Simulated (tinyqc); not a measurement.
# Polarisation charge from two barrier thicknesses

Inverse problem. Voff = phiB - dEc - q sigma d/(eps0 eb). Find sigma, phiB - dEc and the thickness at which Voff = 0.

Constants: q = 1.602176634e-19 C, eps0 = 8.8541878128e-14 F/cm where lengths are in cm. Results are converted to the units shown.

Voff at d = 15 and 40 nm (V): -3.9108213  -11.571190
eb = 9.3272000

Solution. Voff is a straight line in d: its slope is -q sigma/(eps0 eb) and its intercept phiB - dEc.

sigma = 1.58e13 cm^-2
phiB - dEc = 0.685 V
thickness for Voff = 0 = 2.24 nm

tinyqc, about 0.01 s, one thread, Intel Xeon 2.30GHz (shared host): `OMP_NUM_THREADS=1 python tinyqc.py 2180080 2180081 out.jsonl`
